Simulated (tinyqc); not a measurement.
Inside a calculation. Model: surface potential of a MOS transistor: implicit equation and explicit approximations.

Numbers from tinyqc (`OMP_NUM_THREADS=1 python tinyqc.py 2122160 2122161 out.jsonl`; about 0.01 s on one thread of a shared Intel Xeon 2.30GHz). Printed values are rounded.

p-type body, charge-sheet picture, depletion and inversion only, full ionisation (an idealisation for deep acceptors), Boltzmann statistics (rough once Na exp(x - xn) passes about Nc/7). In units of Vt: xg = (Vg - Vfb)/Vt, x = psi/Vt, G = gamma/sqrt(Vt), xn = (2 phiF + Vc)/Vt. The implicit equation is (xg - x)^2 = G^2 [x - 1 + exp(x - xn)] for x above about 3. Cox = eps0 eox/tox.

Inputs (values chosen for the exercise); band and dielectric values close to those of 4H silicon carbide:
```
symbol    value   unit                                                                 meaning
T           350      K                                                             temperature
Eg         3.23     eV                                                                band gap
eps_r      9.74                                                          relative permittivity
Nc      2.18e19  cm^-3                                  conduction-band density of states at T
Nv       3.2e19  cm^-3                                     valence-band density of states at T
eox         3.9         relative permittivity of the gate insulator (close to silicon dioxide)
tox         6.8     nm                                                     insulator thickness
Na         2e17  cm^-3                                                        acceptor density
Vfb       -0.31      V                                                       flat-band voltage
Vc          0.2      V                                                    channel-body voltage
Vg         3.61      V                                                       gate-body voltage
```

Constants: q = 1.602176634e-19 C, kB = 1.380649e-23 J/K, Vt = kB T/q, eps0 = 8.8541878128e-14 F/cm where lengths are in cm. Results are converted to the units shown.

## Scales

ni = sqrt(Nc Nv) exp(-Eg/(2 Vt)), Eg in volts; phiF = Vt ln(Na/ni); gamma = sqrt(2 q eps0 eps_r Na)/Cox; VT = Vfb + Vt (xn + G sqrt(xn - 1)).

phiF = 1.46772 V
gamma = 0.462951 V^0.5
G = 2.66572
xn = 103.958
VT = 3.64124 V
xg = 129.971

## Explicit approximation

Depletion value a = 1 + [sqrt(G^2/4 + xg - 1) - G/2]^2; inversion value b = xn + ln[(xg - xn)^2/G^2 - xn + 1] and first guess y = min(a, b) - ln(1 + exp(-|a - b|)) if a > xn + 1, else b = y = a; one second-order correction with D = exp(y - xn), p = 2 (xg - y) + G^2 (1 + D), w = (xg - y)^2 - G^2 (y - 1 + D): z = y + 2 w/(p + sqrt(p^2 - 2 (2 - G^2 D) w)), or the Newton step z = y + w/p where the root is not real.

a = 103.043
b = 103.043
y = 103.043
p = 63.8077
w = -2.84553
z = 102.998

The root of the implicit equation is x = 102.998; y misses it by 0.045 and z by -6.5e-7, in units of Vt.

## Starting value

x = a rounded to two decimals.

x at the start = 103.040

## Iteration 1: new x

D = exp(x - xn), f = (xg - x)^2 - G^2 (x - 1 + D), f' = -2 (xg - x) - G^2 (1 + D), x(new) = x - f/f'.

D = 0.399414
f = -2.68228
f' = -63.8055
x after iteration 1 = 102.998

## Iteration 2: new x

As before.

D = 0.382972
f = -7.05917e-4
f' = -63.7727
x after iteration 2 = 102.998

## Course of the iteration

Stop when the step is below 1e-11, or after 60 iterations.

Course of the iteration:
```
iteration  x before the step       step
1                    103.040    -0.0420
2                    102.998   -1.11e-5
3                    102.998  -6.96e-13
```

Converged in 3 iterations.

## Potential, charges and gate control

converged x = 102.998

psi = Vt x; N_dep = Cox Vt G sqrt(x - 1)/q; N_inv = (Cox Vt G/q) [sqrt(x - 1 + exp(x - xn)) - sqrt(x - 1)]; dpsi/dVg = 1/[1 + G^2 (1 + exp(x - xn))/(2 (xg - x))].

psi = 3.10649 V
N_dep = 2.57362e12 cm^-2
N_inv = 4.8270e9 cm^-2
dpsi/dVg = 0.845899

psi lies 0.96 Vt below 2 phiF + Vc.
